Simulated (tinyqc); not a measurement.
Inside a calculation. Model: thermal, flicker and telegraph noise of a field-effect transistor. Computed by tinyqc, a small Python program that keeps every step. Command: `OMP_NUM_THREADS=1 python tinyqc.py 3010994 3010995 out.jsonl noise walk`. One thread of a shared host (Intel(R) Xeon(R) Processor @ 2.30GHz), about 0.01 s of CPU time with the checks. Intermediate numbers are printed to about 6 digits and carried at full precision; extremes and crossings named in words are read from the listed rows.

Strong inversion, threshold roll-off and channel-length modulation left out; noise sources are uncorrelated and are given as one-sided spectral densities.

Inputs (values chosen for the exercise, modelled on a silicon n-channel):
```
quantity,value,unit
width W,0.46,micrometre
length L,77,nm
electrical oxide thickness t,2.2,nm
mobility mu,370,cm^2/(V s)
saturation velocity v_s,0.95,1e7 cm/s
overdrive V_ov,0.51,V
thermal noise factor gamma,0.667,-
oxide trap density N_t,1.1e+16,1/(eV cm^3)
oxide barrier phi,3,eV
oxide mass m_ox,0.36,m_0
frequency f,60000,Hz
temperature T,300,K
```

Operating region: saturation. Flicker model: number fluctuation.

Constants: eps_0 = 8.8541878128e-12 F/m; hbar = 1.054571817e-34 J s; m_0 = 9.1093837015e-31 kg; e = 1.602176634e-19 C; k_B = 8.617333262e-05 eV/K; k_B = 1.380649e-23 J/K.

## Operating point

C_ox = 3.9 eps_0/t; V_c = 2 v_s L/mu; I = W C_ox v_s V_ov^2/(V_ov + V_c); g_m = W C_ox v_s V_ov (V_ov + 2 V_c)/(V_ov + V_c)^2; g_d0 = mu C_ox (W/L) V_ov.

C_ox = 1.56961 microfarad/cm^2

drain current I = 197.047 microampere

g_m = 555.099 microsiemens

g_d0 = 1769.41 microsiemens

## Flicker noise

Tunnelling length lambda = hbar/(2 sqrt(2 m_ox phi)); flat-band noise S_Vfb = e^2 k_B T lambda N_t/(W L C_ox^2 f). S_I = g_m^2 S_Vfb.

tunnelling length lambda = 0.939117 angstrom

S_Vfb = 1.30932e-15 V^2/Hz

flicker S_I = 4.03447e-22 A^2/Hz

flicker S_I/I^2 = 1.03908e-14 1/Hz

Caution: fewer than one trap per decade of time constant is active, so one device shows telegraph steps and the 1/f law is only a mean over many devices.

## Thermal noise and corner

Thermal: S_I = 4 k_B T gamma g_d0; input-referred S_V = S_I/g_m^2; corner f_c where flicker equals thermal. Total input noise from 1 Hz to f_c: sqrt(S_V,thermal [f_c ln(f_c/1 Hz) + f_c - 1 Hz]).

thermal S_I = 1.95533e-23 A^2/Hz

input-referred thermal noise = 7.96599 nV/sqrt(Hz)

corner frequency f_c = 1.23799e+06 Hz

input noise up to f_c = 34.3608 microvolt

full shot noise 2eI over thermal S_I = 3.22916

At f the noise is flicker dominated (f_c/f = 20.6).

## How many traps?

Active traps per decade of time constant: N_dec = N_t k_B T W L lambda ln(10); a single trap at the interface shifts the threshold by e/(W L C_ox) and the current by g_m times that; tunnelling depth for frequency f, z = lambda ln(1/(2 pi f tau_0)), tau_0 = 1e-10 s.

traps per decade = 0.00217806

threshold step of one trap = 0.288185 mV

current step of one trap = 0.0811843 %

depth probed at f = 0.956573 nm

With fewer than one trap per decade the spectrum is not a smooth 1/f but a few Lorentzians, seen in time as telegraph steps, and S_Vfb is only the mean over many devices.

## Telling the models apart

The formulas are those given above.

Against the overdrive:
```
V_ov (V),I (microampere),(g_m/I)^2 (1/V^2),S_I/I^2 (1/Hz),S_I/g_m^2 (V^2/Hz)
0.20,46.081,69.2303,9.06446e-14,1.30932e-15
0.25,66.423,41.6101,5.44809e-14,1.30932e-15
0.32,98.179,23.5438,3.08263e-14,1.30932e-15
0.40,137.976,14.0084,1.83415e-14,1.30932e-15
0.50,191.510,8.3128,1.08841e-14,1.30932e-15
0.63,265.496,4.8373,6.33354e-15,1.30932e-15
0.80,367.229,2.7671,3.62304e-15,1.30932e-15
1.00,491.555,1.6470,2.15648e-15,1.30932e-15
```

S_I/I^2 falls as V_ov^-2.28 at first and V_ov^-2.33 at the end; (g_m/I)^2 as V_ov^-2.28 and V_ov^-2.33. The two run parallel and the input-referred noise is flat: the mark of pure number fluctuation.

Checks made by the program: g_m against a numerical derivative of I (relative difference below 1e-10).
